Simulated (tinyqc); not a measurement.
# Changing the line length L

Model: electromigration in a confined line: Blech product, Korhonen stress evolution and Black's law. Computed by tinyqc, a small Python program. Command: `OMP_NUM_THREADS=1 python tinyqc.py 3002864 3002865 out.jsonl emigr sweep`. One thread of a shared host (Intel(R) Xeon(R) Processor @ 2.30GHz), about 0.01 s of CPU time with the checks.

The electron wind pushes atoms from the cathode (x = 0) to the anode (x = L); blocking ends build a back stress (tension positive). The input rho is taken not to change with temperature. d sigma/dt = d/dx [kappa (d sigma/dx + G)], with zero flux at both ends and sigma = sigma_0 at t = 0.

Inputs (values chosen for the exercise, close to those used for aluminium lines):
```
quantity,value,unit
resistivity rho,3.63,micro-ohm cm
atomic volume Omega,16.6,angstrom^3
effective charge number Z*,4.7,-
prefactor D0,5.5e-08,m^2/s
activation energy E,0.676,eV
effective modulus B,36,GPa
critical stress sigma_c,410,MPa
initial stress sigma_0,120,MPa
current density j,3.1,MA/cm^2
test temperature T,340,C
```

Start: thermal stress.

Constants: e = 1.602176634e-19 C; k_B = 8.617333262e-05 eV/K; k_B = 1.380649e-23 J/K.

Method:
- G = Z* e rho j/Omega; D = D0 exp(-E/(k_B T)); kappa = D B Omega/(k_B T); drift velocity of an unconfined line v = D Z* e rho j/(k_B T). SI: 1 micro-ohm cm = 1e-8 ohm m, 1 MA/cm^2 = 1e10 A/m^2.
- Temperatures in kelvin are T(C) + 273.15.
- At steady state sigma(x) = sigma_0 + G (L/2 - x). A void forms only if the cathode stress reaches sigma_c, that is if j L exceeds (j L)_c = 2 Omega (sigma_c - sigma_0)/(Z* e rho). Time scale tau = L^2/kappa.
- sigma(x, t) = sigma_0 + G L [1/2 - x/L - 4 sum_(m odd) cos(m pi x/L) exp(-m^2 pi^2 s)/(m pi)^2], s = t/tau, summed to m = 399.
- Solve sigma(0, t) = sigma_c for s; the semi-infinite estimate is t = (pi/kappa) ((sigma_c - sigma_0)/(2 G))^2.

One run for each value:
```
line length L (um),nucleation time (h),semi-infinite estimate (h),j L (A/cm),steady cathode stress (MPa)
13,8.2112e-04,6.5297e-04,4030,451.8
20,6.5802e-04,6.5297e-04,6200,630.5
32,6.5298e-04,6.5297e-04,9920,936.7
50,6.5297e-04,6.5297e-04,15500,1396.2
80,6.5297e-04,6.5297e-04,24800,2161.9
130,6.5297e-04,6.5297e-04,40300,3438.0
200,6.5297e-04,6.5297e-04,62000,5224.7
320,6.5297e-04,6.5297e-04,99200,8287.5
```

What does the table show, and why?

Over the rows, nucleation time (h) falls from 8.21e-4 to 6.53e-4, flat over part of the range. At the high end the exponent of nucleation time is 0.00, close to 0: the far end is not felt. The ratio of nucleation time to semi-infinite estimate falls from 1.26 to 1.00: short lines feel the back stress, and the time diverges as j L approaches the critical product. Lines below it form no void. Left out: 8.00 (a listed quantity is not defined there). Left out: 500 (the series is not converged at so short a time).

Caution (all rows): a steady stress above sigma_c is formal, since a void forms first.
